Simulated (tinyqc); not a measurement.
The integration grid: Kohn-Sham TPSS on finer and finer grids in the sto-3g basis, for BeH, spin multiplicity 2. Computed by the program tinyqc with PySCF. Self-consistent on each grid; the net force on the molecule should vanish.

Geometry (angstrom):
```
atom       x       y       z
Be    0.0000  0.0000  0.0000
H     0.0000  0.0000  1.4070
```

Kohn-Sham energy on Becke grids (radial x angular points per atom):
```
grid       points  residual of the electron count  E (hartree)  E - finest (mhartree)  largest net force without grid terms (hartree/bohr)
10 x 14       273                        3.78e-02    -15.08417              -33.66102                                             3.77e-02
15 x 26       770                       -2.83e-03    -15.04286                7.64966                                             1.07e-03
20 x 50      1987                       -1.10e-03    -15.05094               -0.42767                                             3.61e-03
30 x 86      5140                       -3.42e-04    -15.05044                0.07213                                             2.78e-04
50 x 194    19367                       -2.74e-06    -15.05051                0.00251                                             3.50e-06
75 x 302    45230                        1.30e-07    -15.05051               -0.00009                                             2.30e-06
120 x 590  141440                       -8.24e-10    -15.05051                0.00000                                             4.93e-07
```

What does the comparison show, and why?

The energy is within 0.1 mhartree of the finest grid first at 30 x 86. The error has both signs, since quadrature is not variational. The electron count and the net force are cheap signs of a poor grid.
